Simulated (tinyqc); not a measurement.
# Joule-heated wire on a substrate, fin equation: several studies

A wire of length L loses heat along itself to two contacts and sideways to the substrate: kap A theta'' - g theta + p = 0 with theta = T - T0 and p = p0. The ends are held at T0. Constant conductivity, diffusive heat flow.

Inputs (values chosen for the exercise):
```
symbol  value     unit                                  meaning
kap       260  W/(m K)              conductivity along the wire
A         270     nm^2                            cross-section
g        0.15  W/(m K)  conductance per length to the substrate
L        5400       nm              length between the contacts
Rc          0     K/uW       thermal resistance of each contact
p0      0.026    uW/nm                       heating per length
```

Each table varies one quantity; the others keep the values above.

## Effect of the conductivity along the wire

The equation is solved on 800 equal steps and the peak is the largest node value. LH = sqrt(kap A/g); the share is the integral of g theta over that of p.

Result of one run:

| kap (W/(m K)) | LH (nm) | L/LH | peak theta (K) | peak/(p0/g) | share to the substrate (%) |
|---|---|---|---|---|---|
| 120 | 464.8 | 11.62 | 172.3 | 0.9940 | 82.79 |

What becomes of these results when the conductivity along the wire kap is changed from 120 to 260 W/(m K), all else the same?

Result of the changed run:

| kap (W/(m K)) | LH (nm) | L/LH | peak theta (K) | peak/(p0/g) | share to the substrate (%) |
|---|---|---|---|---|---|
| 260 | 684.1 | 7.894 | 166.6 | 0.9614 | 74.68 |

The whole series:

| kap (W/(m K)) | LH (nm) | L/LH | peak theta (K) | peak/(p0/g) | share to the substrate (%) |
|---|---|---|---|---|---|
| 26 | 216.3 | 24.96 | 173.3 | 1.000 | 91.99 |
| 56 | 317.5 | 17.01 | 173.3 | 0.9996 | 88.24 |
| 120 | 464.8 | 11.62 | 172.3 | 0.9940 | 82.79 |
| 260 | 684.1 | 7.894 | 166.6 | 0.9614 | 74.68 |
| 560 | 1004 | 5.379 | 149.9 | 0.8648 | 63.16 |
| 1200 | 1470 | 3.674 | 119.5 | 0.6893 | 48.26 |
| 2600 | 2163 | 2.496 | 81.40 | 0.4696 | 32.08 |

As kap goes from 26 to 2600 W/(m K), the peak theta falls from 173 to 81.4 K and the share of heat to the substrate falls from 92.0 to 32.1 %; L/LH goes from 25 to 2.5. Where L/LH is smallest the peak reaches 0.47 of p0/g, where it is largest 1.0: contacts cool the wire only within a few healing lengths.

## Effect of the conductance per length to the substrate

Same model as above.

Results:

| g (W/(m K)) | LH (nm) | L/LH | peak theta (K) | peak/(p0/g) | share to the substrate (%) |
|---|---|---|---|---|---|
| 0.015 | 2163 | 2.496 | 814.0 | 0.4696 | 32.08 |
| 0.032 | 1481 | 3.646 | 556.7 | 0.6851 | 47.93 |
| 0.07 | 1001 | 5.392 | 321.5 | 0.8657 | 63.25 |
| 0.15 | 684.1 | 7.894 | 166.6 | 0.9614 | 74.68 |
| 0.32 | 468.4 | 11.53 | 80.74 | 0.9937 | 82.65 |
| 1.5 | 216.3 | 24.96 | 17.33 | 1.000 | 91.99 |

Estimate the missing row, g = 0.7 W/(m K).

Computed row:

| g (W/(m K)) | LH (nm) | L/LH | peak theta (K) | peak/(p0/g) | share to the substrate (%) |
|---|---|---|---|---|---|
| 0.7 | 316.7 | 17.05 | 37.13 | 0.9996 | 88.27 |

With this row back in the table: As g goes from 0.015 to 1.5 W/(m K), the peak theta falls from 814 to 17.3 K and the share of heat to the substrate rises from 32.1 to 92.0 %; L/LH goes from 2.5 to 25. Where L/LH is smallest the peak reaches 0.47 of p0/g, where it is largest 1.0: contacts cool the wire only within a few healing lengths. For g = 0.015 to 0.07 W/(m K) the rise passes 200 K, so constant kap and g are doubtful.

## Effect of the length between the contacts

Same model as above.

The same in every row: LH (nm) = 684.1.

Results:

| L (nm) | L/LH | peak theta (K) | peak/(p0/g) | share to the substrate (%) |
|---|---|---|---|---|
| 340 | 0.4970 | 5.218 | 0.03010 | 2.009 |
| 550 | 0.8040 | 13.12 | 0.07569 | 5.060 |
| 890 | 1.301 | 31.16 | 0.1797 | 12.07 |
| 1400 | 2.046 | 62.99 | 0.3634 | 24.63 |
| 2300 | 3.362 | 111.0 | 0.6401 | 44.50 |
| 3700 | 5.409 | 150.2 | 0.8668 | 63.35 |
| 9600 | 14.03 | 173.0 | 0.9982 | 85.75 |

Estimate the missing row, L = 5900 nm.

Computed row:

| L (nm) | L/LH | peak theta (K) | peak/(p0/g) | share to the substrate (%) |
|---|---|---|---|---|
| 5900 | 8.624 | 168.7 | 0.9732 | 76.82 |

With this row back in the table: As L goes from 340 to 9600 nm, the peak theta rises from 5.22 to 173 K and the share of heat to the substrate rises from 2.01 to 85.7 %; L/LH goes from 0.50 to 14. Where L/LH is smallest the peak reaches 0.030 of p0/g, where it is largest 1.0: contacts cool the wire only within a few healing lengths.

Program tinyqc, `OMP_NUM_THREADS=1 python tinyqc.py 2520135 2520136 out.jsonl`; Intel Xeon 2.30GHz, shared host, one thread, about 0.01 s.
